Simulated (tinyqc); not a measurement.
Nudged elastic band on a two-dimensional model surface. Changing the spring constant k_s. Computed by tinyqc, a small Python program. Command: `OMP_NUM_THREADS=1 python tinyqc.py 3007740 3007741 out.jsonl neb sweep`. One thread of a shared host (Intel(R) Xeon(R) Processor @ 2.30GHz), about 0.2 s of CPU time with the checks.

V(x, y) = -A (cos kx + cos ky) - B cos kx cos ky + (C sin ky + S sin kx)(1 - cos kx), k = 2 pi/a; the atom hops from the minimum at (0, 0) to that at (a, 0).

Inputs (values chosen for the exercise, for a model surface):
```
quantity          value           unit
amplitude A        0.48             eV
amplitude B       -0.14             eV
skew C              0.2             eV
asymmetry S       -0.04             eV
period a            3.5       angstrom
movable images n      6              -
step factor eta    0.25  angstrom^2/eV
iteration cap       600              -
```

Surface: adatom on a square lattice. Climbing image: off.

Method:
- Newton steps x(new) = x - H^-1 grad V (moves limited to 0.3 angstrom) from (0, 0), (a, 0) and (a/2, 0) give the two minima and the saddle.
- Tangent at image i: towards the higher neighbour if the energies rise or fall through i; at a maximum or minimum, tau = t+ dmax + t- dmin if V(i+1) > V(i-1), else t+ dmin + t- dmax, with t+ = R(i+1) - R(i), t- = R(i) - R(i-1) and dmax, dmin the larger and smaller of |V(i+1) - V(i)| and |V(i-1) - V(i)|; then normalise. Force F = -grad V + (grad V.tau) tau + k_s (|t+| - |t-|) tau.
- Update R(new) = R + eta F; the end points stay fixed.
- Start on the straight line; stop when the largest force is below 1e-4 or above 1e6 eV/angstrom.

One run for each value:
```
spring constant k_s (eV/angstrom^2)  iterations  energy of the highest image (eV)
0.15                                         71                            0.5693
0.24                                         55                            0.5693
0.38                                         42                            0.5693
0.59                                         31                            0.5693
0.93                                         22                            0.5693
1.50                                         16                            0.5693
```

What does the table show, and why?

Over the rows, iterations falls from 71.0 to 16.0 (exponent d ln y / d ln x -0.54 between the first rows and -0.67 between the last). Nudging removes the spring force across the path, so the converged energy does not depend on k_s; the springs only set how fast the images space out. Left out: 2.30, 3.60 (the iteration did not converge within its cap).

Extremes, crossings and ranges named in words are read from the listed rows.
